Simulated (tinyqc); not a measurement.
p-n heterojunction, non-linear Poisson equation by Newton steps, Fermi-Dirac statistics: one step of the calculation.

One dimension, material 1 (p-type) at x < 0 and material 2 (n-type) at x > 0. Band edges: Ec = -psi in material 1 and -psi + dEc in material 2, Ev = Ec - Eg. Flat quasi-Fermi levels: 0 for holes, +V for electrons. n = Nc F((EFn - Ec)/Vt), p = Nv F((Ev - EFp)/Vt), with F(eta) = F_1/2(eta) = (2/sqrt(pi)) int_0^infinity sqrt(u) du/(1 + exp(u - eta)) (Fermi-Dirac statistics); full ionisation, no interface charge, classical densities; the doping types are chosen for the exercise.

Question. Densities, residual and Jacobian diagonal. n_i = Nc F(a_n), a_n = (V - Ec_i)/Vt; p_i = Nv F(a_p), a_p = (Ec_i - Eg)/Vt; rho_i = p_i - n_i + C_i with C = -N1 or +N2; g_i = (Nc F'(a_n) + Nv F'(a_p))/Vt with F' = F_-1/2(eta) = (1/sqrt(pi)) int_0^infinity u^(-1/2) du/(1 + exp(u - eta)). Box widths w_i = (h_(i-1) + h_i)/2 in cm. Residual F_i = a_i (psi_(i+1) - psi_i) - a_(i-1) (psi_i - psi_(i-1)) + q rho_i w_i; Jacobian: a_(i-1) and a_i beside the diagonal, b_i = -a_(i-1) - a_i - q g_i w_i on it. The two end nodes are fixed.

Parameters, values chosen for the exercise; band and dielectric values those of a made-up pair:
```
symbol    value   unit                                          meaning
T           250      K                                      temperature
Eg1        3.95     eV                           band gap of material 1
Nc1     1.96e18  cm^-3  conduction-band density of states of material 1
Nv1      3.7e19  cm^-3     valence-band density of states of material 1
Eg2        3.44     eV                           band gap of material 2
Nc2     2.34e18  cm^-3  conduction-band density of states of material 2
Nv2     4.91e19  cm^-3     valence-band density of states of material 2
dEc        0.25     eV                 conduction-band offset Ec2 - Ec1
N1         3e18  cm^-3                   acceptor density of material 1
N2       1.9e17  cm^-3                      donor density of material 2
V             0      V                    bias of side 1 against side 2
```

Constants: q = 1.602176634e-19 C, kB = 1.380649e-23 J/K, Vt = kB T/q. Results are converted to the units shown.

```
node	x (nm)	psi after iteration 1 (V)	material
0	-40.4	-3.8964934	1
1	-17.2	-3.8961753	1
2	-6.99	-3.8843756	1
3	-2.46	-3.7922029	1
4	-0.445	-3.6034225	1
5	0.445	-1.3725249	2
6	2.53	-0.9766329	2
7	7.42	-0.3851598	2
8	18.9	0.0826932	2
9	45.7	0.1912932	2
10	109	0.1964789	2
11	256	0.1965250	2
```

coupling a_i, interval 0 to 10 (F/cm^2): 4.3507647e-7  9.8861646e-7  2.2282062e-6  5.0093172e-6  1.0136201e-5  3.9111304e-6  1.6676292e-6  7.1034033e-7  3.0428011e-7  1.2882633e-7  5.5474197e-8
psi_L = -3.8964934 V
psi_R = 0.19652498 V

Give: n; p; residual F; diagonal b.

Answer.

```
node	n (cm^-3)	p (cm^-3)
0	5.526e-61	3.000e18
1	5.608e-61	2.957e18
2	9.698e-61	1.730e18
3	6.995e-59	2.438e16
4	4.472e-55	3.815e12
5	4.577e-15	1.128e-17
6	4.379e-7	1.179e-25
7	3.672e5	1.406e-37
8	9.917e14	5.206e-47
9	1.499e17	3.367e-49
10	1.896e17	2.646e-49
11	1.900e17	2.641e-49
```

```
node	residual F (1e-5 C/cm^2)	diagonal b (F/cm^2)
1	0.000	-3.716e-5
2	0.004	-1.255e-5
3	0.058	-7.297e-6
4	2.160	-1.515e-5
5	-2.106	-1.405e-5
6	-0.055	-5.579e-6
7	-0.063	-2.378e-6
8	-0.024	-1.029e-6
9	0.000	-5.345e-6
10	0.000	-1.460e-5
```

Numbers from tinyqc (`OMP_NUM_THREADS=1 python tinyqc.py 2040061 2040062 out.jsonl`; about 0.3 s on one thread of a shared Intel Xeon 2.30GHz).
